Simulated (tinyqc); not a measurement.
Carrier lifetime of a p-type layer with SRH, radiative, Auger and surface recombination: two steps of the calculation.

Uniform excess density dn = dp (no trapping), n = n0 + dn, p = p0 + dn, Boltzmann statistics, full ionisation. Surfaces enter as a rate 2 S dn/d, which holds while diffusion to them is fast.

Values chosen for this exercise; band and dielectric values close to those of indium phosphide: temperature T = 400 K; radiative coefficient B = 1.19e-10 cm^3/s; Auger coefficient (two electrons) Cn = 2.1e-30 cm^6/s; Auger coefficient (two holes) Cp = 3.1e-30 cm^6/s; surface recombination velocity (both faces) S = 3 cm/s; sample thickness d = 30 um; generation rate G = 6e19 cm^-3 s^-1.

Constants: q = 1.602176634e-19 C, kB = 1.380649e-23 J/K, Vt = kB T/q. Results are converted to the units shown.

Question 1. New dn. With e = n p - ni^2 = dn (n0 + p0 + dn): U_SRH = e/(tp0 (n + n1) + tn0 (p + p1)), U_rad = B e, U_Aug = (Cn n + Cp p) e, U_s = 2 S dn/d. Newton step on ln U(ln dn) = ln G, U the sum: k = d ln U/d ln dn (central difference over factors 1.0001), dn(new) = dn (G/U)^(1/k).

dn after iteration 1 = 2.8620078e14 cm^-3
n0 = 1.5145649e5 cm^-3
p0 = 1.7000000e15 cm^-3
n1 = 3.2306207e11 cm^-3
p1 = 7.9698625e8 cm^-3
tn0 = 1.7730496e-6 s
tp0 = 0.0017730496 s

Give: U_SRH; U_rad; U_Aug; U_s; k; dn after iteration 2.

Answer 1.

U_SRH = 1.111e18 cm^-3 s^-1
U_rad = 6.765e19 cm^-3 s^-1
U_Aug = 3.842e15 cm^-3 s^-1
U_s = 5.724e17 cm^-3 s^-1
k = 1.127
dn after iteration 2 = 2.517e14 cm^-3

Question 2. Lifetime, shares and quasi-Fermi splitting. tau = dn/U, shares of U, splitting Vt ln(n p/ni^2), radiative efficiency U_rad/U.

converged dn = 2.5149064e14 cm^-3
ni = 1.6046059e10 cm^-3
n0 = 1.5145649e5 cm^-3
p0 = 1.7000000e15 cm^-3
n1 = 3.2306207e11 cm^-3
p1 = 7.9698625e8 cm^-3
tn0 = 1.7730496e-6 s
tp0 = 0.0017730496 s

Find: tau; shares; quasi-Fermi splitting.

Answer 2.

tau = 4.1915e-6 s
shares (%): SRH 1.818, radiative 97.338, Auger 0.005, surface 0.838
quasi-Fermi splitting = 0.73655 V

Radiative recombination takes the largest share. dn is 0.15 times the doping: intermediate injection.

Computed by the program tinyqc: `OMP_NUM_THREADS=1 python tinyqc.py 2300011 2300012 out.jsonl`, one thread of a shared Intel Xeon 2.30GHz, about 0.01 s for the whole run.
